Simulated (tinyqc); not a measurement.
# Elastic trap-assisted tunnelling through a dielectric: effects of single changes

Emitter at x = 0 (Fermi level 0), collector at x = t (Fermi level -V), band edge U(x) = phi - F x, F = V/t. A trap at x has the energy E = U(x) - Et. With G(u) = (4/(3 F)) sqrt(mo/C) max(u, 0)^1.5, C = hbar^2/(2 m0): S1 = G(phi - E) - G(Et), S2 = G(Et) - G(phi - V - E), T1,2 = exp(-S1,2). The steady rate through one trap is nu T1 T2 (f1 - f2)/(T1 + T2), f1 = f(E), f2 = f(E + V), f(y) = 1/(1 + exp(y/Vt)); both contacts offer states at E.

Inputs (values chosen for the exercise); dielectric values close to those of silicon dioxide: temperature T = 350 K; barrier above the emitter Fermi level phi = 3.1 eV; tunnelling mass mo = 0.51 m0; thickness t = 6.4 nm; trap depth below the band edge of the dielectric Et = 2.19 eV; trap density Nt = 8.1e17 cm^-3; attempt frequency nu = 1e14 1/s; voltage V = 2.47 V.

Constants: q = 1.602176634e-19 C, kB = 1.380649e-23 J/K, hbar = 1.054571817e-34 J s, m0 = 9.1093837015e-31 kg, Vt = kB T/q, hbar^2/(2 m0) = 0.0380998212 eV nm^2. Results are converted to the units shown.

Each table varies one quantity; the others keep the values above.

## Current against voltage

J = q Nt times the integral of the rate over x. Direct S = (4/(3 F)) sqrt(mo/C) [phi^1.5 - max(phi - V, 0)^1.5].

Current against voltage:
```
V (V),J (A/cm^2),x of the peak over t,larger S there,direct S
0.3,1.84e-21,0.493,34.7,80.4
0.96,7.03e-17,0.478,34.8,75.7
1.61,1.50e-12,0.463,34.7,70.6
2.27,8.31e-10,0.427,33.0,64.7
2.92,6.59e-9,0.395,31.7,57.5
3.58,4.63e-7,0.300,28.3,47.6
4.23,3.02e-5,0.251,23.9,40.3
4.89,6.59e-4,0.215,20.7,34.8
5.54,0.00659,0.189,18.3,30.8
6.2,0.0411,0.168,16.3,27.5
```

Read the table: what changes, and by how much?

J rises from 1.84e-21 to 0.0411 A/cm^2, by 6.94 decades a volt between the first two rows and 1.21 between the last two. The position of the peak falls from 0.493 to 0.168 of t; only traps beyond x/t = (phi - Et)/V lie below the emitter Fermi level, with phi - Et = 0.910 eV.

## Effect of the thickness at fixed voltage

Same model as above.

Effect of the thickness at fixed voltage:
```
t (nm),J (A/cm^2),x of the peak over t,larger S there,direct S
2.5,0.473,0.412,12.9,24.5
3.4,0.00552,0.413,17.5,33.3
4.4,3.74e-5,0.415,22.6,43.1
5.3,4.08e-7,0.416,27.2,51.9
6.2,4.38e-9,0.417,31.7,60.7
7.1,4.64e-11,0.418,36.3,69.5
8.1,2.95e-13,0.418,41.4,79.3
9,3.09e-15,0.419,46.0,88.1
```

J falls from 0.473 to 3.09e-15 A/cm^2, on average 2.18 decades a nanometre, against 4.25 for the direct exponent: trap-assisted leakage falls more slowly, so it gains on direct tunnelling as the layer thickens.

Range of the model: Phonon-assisted (inelastic) capture, chains of traps and a spread of trap depths are left out.

Numbers from tinyqc (`OMP_NUM_THREADS=1 python tinyqc.py 2370015 2370016 out.jsonl`; about 0.03 s on one thread of a shared Intel Xeon 2.30GHz).
